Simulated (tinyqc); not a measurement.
Worked calculation: kinetics of strain relaxation and threading dislocations in mismatched semiconductor layers. Computed by tinyqc, a small Python program that keeps every step. Command: `OMP_NUM_THREADS=1 python tinyqc.py 3030364 3030365 out.jsonl threading walk`. One thread of a shared host (Intel(R) Xeon(R) Processor @ 2.30GHz), about 0.01 s of CPU time with the checks. Intermediate numbers are printed to about 5 digits and carried at full precision; extremes and crossings named in words are read from the listed rows.

60-degree dislocations on {111} planes of a (001) layer, isotropic elasticity. The Schmid factor is 1/sqrt(6), and a misfit segment relieves strain with b/2.

Inputs (values chosen for the exercise, for a model layer):

| quantity | value | unit |
|---|---|---|
| misfit f | 0.00912 | - |
| shear modulus G | 66.5 | GPa |
| Poisson ratio nu | 0.27 | - |
| Burgers vector b | 3.88 | angstrom |
| glide activation energy Q | 1.82 | eV |
| velocity prefactor v0 | 26000 | m/s per MPa |
| layer thickness h | 46 | nm |
| anneal temperature T | 715 | K |
| anneal time t | 17 | s |
| initial thread density rho_0 | 4.6e+07 | 1/cm^2 |
| multiplication constant delta | 3000 | 1/m |
| grading rate (misfit per thickness) R_f | 0.0073 | 1/micrometre |
| growth temperature of the buffer T_g | 1002 | K |
| growth rate R_g | 1.8 | nm/s |
| reaction radius r_A | 5.8 | nm |
| final thickness of a thick uniform layer H | 3.4 | micrometre |
| aspect ratio of a trench | 2.8 | - |

Sources: fixed density of threads.

Constants: k_B = 8.617333262e-05 eV/K.

## Excess stress and glide velocity at the start

Excess resolved stress tau = (1/sqrt 6) [2 G (1 + nu)/(1 - nu)] (e - e_eq), e_eq = b (1 - nu/4) [ln(h/b) + 1]/(4 pi (1 + nu) h), the Matthews-Blakeslee strain of an uncapped layer; glide velocity v = v0 tau exp(-Q/(k_B T)), tau in MPa.

equilibrium strain e_eq = 0.0028464

excess stress tau = 592.62 MPa

mobility v/tau = 3.8588e-09 m/s per MPa

initial velocity = 2.2868 micrometre/s

The layer carries 3.2 times its equilibrium strain. In the anneal time a thread would run 39 micrometre at this speed.

## Relaxation in the anneal

Threads run in two directions, so de/dt = -(b/4) rho v, with rho fixed. With x = e - e_eq, x0 = f - e_eq (fully strained at t = 0) and v = m S x (m the mobility, S x = tau): x = x0 exp(-t/t_r), t_r = 4/(b rho_0 m S). The half time is that at which x = x0/2.

strain left e = 0.0076045

share of the excess strain relieved = 24.156 %

thread density = 4.60e+07 1/cm^2

half time = 42.618 s

Relaxation is under way. The misfit lines laid down are 0.13 micrometre apart. Caution: blocking of threads by crossing misfit lines, left out here, leaves real layers with more strain.

## Anneal temperature

The formulas are those given above.

After the time t:

| T (K) | first velocity (micrometre/s) | relieved (%) | threads (1/cm^2) | half time (s) |
|---|---|---|---|---|
| 636 | 5.8310e-02 | 0.703 | 4.60e+07 | 1.6714e+03 |
| 660 | 1.9506e-01 | 2.331 | 4.60e+07 | 4.9962e+02 |
| 688 | 7.1743e-01 | 8.309 | 4.60e+07 | 1.3584e+02 |
| 711 | 1.9367e+00 | 20.876 | 4.60e+07 | 5.0323e+01 |
| 738 | 5.7415e+00 | 50.053 | 4.60e+07 | 1.6974e+01 |
| 756 | 1.1349e+01 | 74.645 | 4.60e+07 | 8.5875e+00 |
| 782 | 2.8730e+01 | 96.900 | 4.60e+07 | 3.3921e+00 |
| 824 | 1.1382e+02 | 100.000 | 4.60e+07 | 8.5628e-01 |

The half time follows exp(Q/(k_B T)), a decade for each 59 K near 738 K. Relief goes from 21 % at 711 K to 74.6 % at 756 K: with a fixed density the onset is gradual, and more threads relax the layer sooner. Caution: rows with more than 50 % relieved leave out blocking by crossing misfit lines, which slows real layers.

## Graded buffer

In steady grading, strain is fed at R_f R_g and relieved at (b/4) rho v. As a glide-limited estimate, the driving stress is taken as the mean stress of the strained top zone, whose depth z solves R_f z/2 = e_eq(z), with strain R_f z at the surface; tau_g = S R_f z/2 is its mean; then rho = 4 R_f R_g/(b m tau_g), m = v0 exp(-Q/(k_B T_g)), S = (1/sqrt 6) 2 G (1 + nu)/(1 - nu), e_eq(z) = b (1 - nu/4) [ln(z/b) + 1]/(4 pi (1 + nu) z).

depth z of the strained zone = 213.06 nm

stress tau_g = 73.459 MPa

thread density of the buffer = 10113 1/cm^2

buffer thickness f/R_f = 1.2493 micrometre

Raising T_g by 50 K would lower this density by a factor 2.7: fast glide lets few threads do the work. Caution: real buffers seldom go below 1e5 /cm^2, as pile-ups and nucleation take over; this value is a lower bound.

## Thick uniform layer and trapping in a trench

A separate case, a thick relaxed layer. Pair reactions during growth: d rho/dh = -K rho^2 with K = 2 r_A tan(psi) and threads inclined by psi = 45 degrees (the <110> lines of {111} planes), so rho = 1/(K H) for a layer that starts with far more threads than that, as highly mismatched layers do. In a trench along [110] a thread on {111} rises at 54.74 degrees across the width, and leaves through the wall below the height w tan(54.74 degrees) = sqrt(2) w; the share of threads, evenly spread over the floor, that reach the top is max(0, 1 - a/sqrt 2) for the aspect ratio a.

thread density at H = 2.5355e+09 1/cm^2

share that reaches the top = 0

The trench traps all threads that cross it; those that run along it are not trapped. Thickness alone needs 8600 micrometre for 1e6 /cm^2. Caution: at this small misfit a layer may start with fewer threads than 1/(K H), which is then only an upper bound.

Checks made by the program: strain against numerical integration (relative difference below 1e-10).
